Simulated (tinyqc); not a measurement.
# Semiconductor laser, carrier and photon rate equations: effects of single changes

Carrier density N and photon density S in one mode: dN/dt = F1 = eta I/(q V) - (A N + B N^2 + C N^3) - vg g S; dS/dt = F2 = G vg g S + G be B N^2 - S/tp, with g = g0 ln(N/Ntr)/(1 + ec S). Output power P = Fo Eph S V/(G tp). No heating, no carrier transport.

Values chosen for this exercise:

| symbol | value | unit | meaning |
|---|---|---|---|
| V | 1.9e-12 | cm^3 | active volume |
| G | 0.081 |  | confinement factor |
| vg | 8.1e9 | cm/s | group velocity |
| g0 | 1900 | 1/cm | gain coefficient |
| Ntr | 1.4e18 | cm^-3 | transparency density |
| ec | 2e-17 | cm^3 | gain compression |
| tp | 2.1 | ps | photon lifetime |
| A | 4.1e7 | 1/s | defect recombination coefficient |
| B | 5.2e-11 | cm^3/s | radiative coefficient |
| C | 5.9e-30 | cm^6/s | Auger coefficient |
| be | 2.4e-5 |  | share of spontaneous emission into the mode |
| eta | 0.94 |  | injection efficiency |
| Fo | 0.54 |  | share of cavity losses that is output |
| Eph | 1.27 | eV | photon energy |
| I | 0.2 | mA | drive current |

Constants: q = 1.602176634e-19 C. Results are converted to the units shown.

Each table varies one quantity; the others keep the values above.

## Light against current through threshold

gth = 1/(G vg tp), Nth = Ntr exp(gth/g0), Ith = q V (A Nth + B Nth^2 + C Nth^3)/eta. N and S are the steady state (F1 = F2 = 0, S > 0).

Light against current through threshold:

| I (mA) | N/Nth | S (cm^-3) | P (mW) | share of carriers lost by stimulated emission (%) |
|---|---|---|---|---|
| 0.023 | 0.39686 | 5.8152e7 | 7.1371e-8 | -6.8319e-4 |
| 0.057 | 0.68360 | 4.1920e8 | 5.1449e-7 | 5.9173e-6 |
| 0.092 | 0.89002 | 2.3198e9 | 2.8471e-6 | 0.0033364 |
| 0.11 | 0.97863 | 1.5126e10 | 1.8564e-5 | 0.024699 |
| 0.13 | 1.0000 | 8.0947e12 | 0.0099347 | 11.853 |
| 0.17 | 1.0002 | 2.9083e13 | 0.035694 | 32.569 |
| 0.23 | 1.0005 | 6.0570e13 | 0.074338 | 50.136 |
| 0.34 | 1.0009 | 1.1830e14 | 0.14519 | 66.240 |
| 0.57 | 1.0018 | 2.3900e14 | 0.29333 | 79.827 |

Ith is 0.115 mA. The power rises by a factor of 3490 between 0.092 and 0.13 mA, while N/Nth goes only from 0.890 to 1.00. Above threshold N is nearly clamped, reaching 1.002 Nth in the last row through gain compression, and the slope between the last two rows is 0.644 W/A, against Fo eta Eph/q = 0.645 W/A. At I = 0.023 mA N is far below Ntr, where the logarithmic gain law overstates the absorption.

## Modulation bandwidth against current

Jacobian, with a = g0/(N (1 + ec S)) and d = g/(1 + ec S): J11 = -(A + 2 B N + 3 C N^2) - vg a S, J12 = -vg d, J21 = G vg a S + 2 G be B N, J22 = G vg d - 1/tp. wR^2 = det J, gamma = -trace J, fR = wR/(2 pi); the response wR^2/(wR^2 - w^2 + i gamma w) falls to 1/sqrt(2) at w^2 = x + sqrt(x^2 + wR^4), x = wR^2 - gamma^2/2 (f3dB = w/(2 pi)).

The same in every row: Ith (mA) = 0.1146.

Results:

| I (mA) | P (mW) | fR (GHz) | gamma (1/ns) | f3dB (GHz) |
|---|---|---|---|---|
| 0.15 | 0.02281 | 1.297 | 0.6681 | 2.013 |
| 0.22 | 0.06790 | 2.237 | 1.277 | 3.470 |
| 0.33 | 0.1387 | 3.195 | 2.253 | 4.953 |
| 0.48 | 0.2354 | 4.157 | 3.582 | 6.437 |
| 0.72 | 0.3899 | 5.341 | 5.701 | 8.256 |
| 1.1 | 0.6347 | 6.795 | 9.031 | 10.47 |
| 2.3 | 1.408 | 10.03 | 19.35 | 15.33 |
| 3.4 | 2.116 | 12.21 | 28.55 | 18.50 |

Estimate the missing row, I = 1.6 mA.

Computed row:

| I (mA) | P (mW) | fR (GHz) | gamma (1/ns) | f3dB (GHz) |
|---|---|---|---|---|
| 1.6 | 0.9567 | 8.313 | 13.37 | 12.77 |

With this row back in the table: As I goes from 0.15 to 3.4 mA, fR rises from 1.30 to 12.2 GHz, gamma rises from 0.668 to 28.5 1/ns and f3dB rises from 2.01 to 18.5 GHz. Against I - Ith, fR goes with exponent 0.50 at the start and 0.48 at the end (1/2 without compression). The slope of gamma against fR^2 between the third and fourth rows, the K factor, is 0.188 ns. For I = 1.6 to 3.4 mA the current exceeds 12 Ith, where heating, left out here, usually rolls the output over.

## Effect of the gain compression on threshold and bandwidth

Same model as above.

The same in every row: Ith (mA) = 0.1146.

Effect of the gain compression on threshold and bandwidth:

| ec (cm^3) | P (mW) | fR (GHz) | gamma (1/ns) | f3dB (GHz) |
|---|---|---|---|---|
| 1e-18 | 0.05506 | 2.015 | 0.6962 | 3.129 |
| 2.2e-18 | 0.05506 | 2.015 | 0.7218 | 3.129 |
| 4.6e-18 | 0.05505 | 2.015 | 0.7730 | 3.128 |
| 1e-17 | 0.05504 | 2.014 | 0.8881 | 3.127 |
| 2.2e-17 | 0.05501 | 2.014 | 1.143 | 3.124 |
| 4.6e-17 | 0.05495 | 2.012 | 1.652 | 3.117 |
| 1e-16 | 0.05482 | 2.009 | 2.790 | 3.094 |

What does the table show?

As ec goes from 1e-18 to 1e-16 cm^3, Ith stays at 0.115 mA, fR stays near 2.01 GHz, gamma rises from 0.696 to 2.79 1/ns and f3dB falls from 3.13 to 3.09 GHz.

tinyqc, about 0.01 s, one thread, Intel Xeon 2.30GHz (shared host): `OMP_NUM_THREADS=1 python tinyqc.py 2840014 2840015 out.jsonl`
